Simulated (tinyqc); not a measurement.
What the thin-film term adds: Deal-Grove kinetics of thermal oxidation of silicon. Computed by tinyqc, a small Python program. Command: `OMP_NUM_THREADS=1 python tinyqc.py 3023624 3023625 out.jsonl oxide walk`. One thread of a shared host (Intel(R) Xeon(R) Processor @ 2.30GHz), about 0.07 s of CPU time with the checks.

Oxidant diffuses through the oxide and reacts at the interface, so that dx/dt = B/(A + 2x) for the oxide thickness x.

Inputs (values chosen for the exercise, close to those used for silicon):
```
quantity                             value    unit
prefactor B0                           706  um^2/h
activation energy E_B                 1.22      eV
prefactor (B/A)0                  3.69e+06    um/h
activation energy E_A                 1.98      eV
temperature T                          825       C
oxidant pressure p                     0.5     atm
pressure exponent m of B/A            0.76       -
initial oxide x_i                      0.1      um
ratio c of the extra rate to B/A       4.1       -
decay length L                      0.0065      um
```

Ambient: dry oxygen. Surface: (100). Extension: thin-film term.

Constants: k_B = 8.617333262e-05 eV/K.

Method:
- B = B0 p exp(-E_B/(k_B T)), B/A = (B/A)0 p^m exp(-E_A/(k_B T)), p in atm; A = B/(B/A).
- Temperatures in kelvin are T(C) + 273.15.
- tau = (x_i^2 + A x_i)/B and x = (A/2) [sqrt(1 + 4 B (t + tau)/A^2) - 1], the root of x^2 + A x = B (t + tau).
- Thin-film (Massoud) form: dx/dt = B/(A + 2x) + c (B/A) exp(-x/L), integrated from x_i by fourth-order Runge-Kutta in 2000 steps, the i-th of length (2 i - 1) t/2000^2.

length A = 0.498225 um

parabolic constant B = 8.88763e-04 um^2/h

linear constant B/A = 0.00178386 um/h

Thickness:
```
t (h)  Deal-Grove (um)  with the term (um)  difference (nm)
0.02           0.10003             0.10003       3.0398e-08
0.05           0.10006             0.10006       7.5770e-08
0.1            0.10013             0.10013       1.5079e-07
0.3            0.10038             0.10038       4.4349e-07
1              0.10127             0.10127       1.3807e-06
3              0.10380             0.10380       3.4379e-06
10             0.11250             0.11250       6.5733e-06
30             0.13630             0.13630       7.2784e-06
```

What follows from these numbers?

The gain reaches at most 7.28e-6 nm among these rows, in the last row. If the base rate kept its starting value B/(A + 2 x_i), the gain would level off at L ln(1 + c (1 + 2 x_i/A) exp(-x_i/L)) = 7.78e-6 nm.
